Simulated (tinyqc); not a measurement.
Bound state in one dimension: Numerov shooting, finite differences, DVR, step by step. Computed by tinyqc, a small Python program that keeps every step. Settings: points = 96. Command: `OMP_NUM_THREADS=1 python tinyqc.py 25880 25881 out.jsonl` (the two numbers bound the seeds that draw the settings). One thread of a shared host (Intel(R) Xeon(R) Processor @ 2.60GHz), about 0.01 s of CPU time with the checks.

## Numerov steps at E = 0.1

One particle of mass 1 in V = 1.16^2 x^2/2 + 0.26 x^4 (atomic units), psi = 0 at both ends:
```
parameter                 value
left end              -4.500000
right end              4.500000
intervals                    96
h                      0.093750
state sought (nodes)          2
```

k_i = 2 m (E - V_i); (1 + h^2 k_(i+1)/12) y_(i+1) = 2 (1 - 5 h^2 k_i/12) y_i - (1 + h^2 k_(i-1)/12) y_(i-1), from y_0 = 0, y_1 = 0.001.

Points along the way:
```
i          x          V           k         y
0   -4.50000  120.24045  -240.28090   0.00000
1   -4.40625  111.06781  -221.93562   0.00100
2   -4.31250  102.43944  -204.67887   0.00426
3   -4.21875   94.33291  -188.46582   0.01634
4   -4.12500   86.72630  -173.25260   0.05912
5   -4.03125   79.59816  -158.99632   0.20277
32  -1.50000    2.83005    -5.46010  1.15e+07
33  -1.40625    2.34726    -4.49452  1.48e+07
34  -1.31250    1.93056    -3.66113  1.86e+07
35  -1.21875    1.57297    -2.94595  2.31e+07
36  -1.12500    1.26798    -2.33596  2.81e+07
37  -1.03125    1.00956    -1.81912  3.37e+07
```

## Bisection on the node count

With more sign changes than the state has nodes (the last point included) the energy is too high, else too low; the bracket starts as 0.1 to 12.

Trials:
```
trial          E  sign changes  y at the right end   next
1      6.0500000             4            2.75e+13  lower
2      3.0750000             2            5.61e+15  raise
3      4.5625000             3           -6.23e+14  lower
4      3.8187500             2            4.75e+14  raise
5      4.1906250             3           -4.46e+14  lower
6      4.0046875             3           -1.07e+14  lower
7      3.9117187             2            1.50e+14  raise
8      3.9582031             2            1.34e+13  raise
9      3.9814453             3           -4.89e+13  lower
10     3.9698242             3           -1.83e+13  lower
11     3.9640137             3           -2.56e+12  lower
12     3.9611084             2            5.38e+12  raise
13     3.9625610             2            1.40e+12  raise
14     3.9632874             3           -5.80e+11  lower
...          ...           ...                 ...    ...
29     3.9630747             3           -1.02e+07  lower
30     3.9630747             2            2.01e+07  raise
31     3.9630747             2            4.93e+06  raise
```

eigenvalue = 3.9630747 hartree

## The same grid by other methods

Three-point finite differences and the sine-DVR kinetic matrix of Colbert and Miller on the same points.

Lowest levels (hartree):
```
state  finite differences      DVR
0                 0.68265  0.68326
1                 2.19483  2.19860
2                 3.95146  3.96312
3                 5.88236  5.90820
4                 7.95381  8.00148
```
